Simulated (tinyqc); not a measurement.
# From coupling constant alpha back to LO phonon energy hbar omega

Model: Froehlich polaron in a polar crystal. Computed by tinyqc, a small Python program. Command: `OMP_NUM_THREADS=1 python tinyqc.py 3000795 3000796 out.jsonl frohlich inv`. One thread of a shared host (Intel(R) Xeon(R) Processor @ 2.30GHz), about 0.07 s of CPU time with the checks.

One electron in a parabolic band of mass m*, coupled to dispersionless LO phonons in the continuum model. Energies are in units of hbar omega unless marked, wave numbers in k_0 = sqrt(2 m* omega/hbar).

Inputs (values chosen for the exercise, for a model crystal): band mass m* = 0.17 m_0; eps_inf = 1.94; static dielectric constant eps_s = 10.6.

Constants: hbar^2/(2 m_0) = 3.80998212 eV angstrom^2; e^2/(4 pi eps_0) = 14.39964548 eV angstrom.

Method. 1/eps* = 1/eps_inf - 1/eps_s; k_0 = sqrt(2 m* omega/hbar) = sqrt(m* hbar omega / (hbar^2/(2 m_0))) with m* in m_0; alpha = (e^2/(4 pi eps_0)) k_0/(2 eps* hbar omega); polaron length 1/k_0.

Problem. A run gave the result below. Find the LO phonon energy hbar omega, known to lie between 25 and 56 meV.

coupling constant alpha = 3.365277

Solution.

Each step takes the trial c = (a f_b - b f_a)/(f_b - f_a), f being the result less the target and a, b, c the logarithms of the listed values; c replaces end b, the old b replaces a if the sign of f changed, and otherwise f_a is halved.

Scan of the range:
```
LO phonon energy hbar omega (meV)  coupling constant alpha
25.0                                               4.05065
28.6                                               3.78715
32.7                                               3.54178
37.4                                               3.31176
42.8                                               3.09580
49.0                                               2.89332
56.0                                               2.70646
```

False position (Illinois rule, in the logarithm of the input) inside the bracket:
```
step    end a    end b    trial  coupling constant alpha
1     32.7000  37.4000  36.2495                  3.36391
2     32.7000  36.2495  36.1925                  3.36656
3     36.2495  36.1925  36.2200                  3.36528
4     36.1925  36.2200  36.2200                  3.36528
```

Coupling constant alpha falls at every point of a 13-point scan of the range (every second point is shown), so one value fits; it is bracketed by 32.7 and 37.4. The scan shows a pure power law with exponent -0.5000, so scaling from any one row also gives the answer directly. Answer: LO phonon energy hbar omega = 36.22 meV.
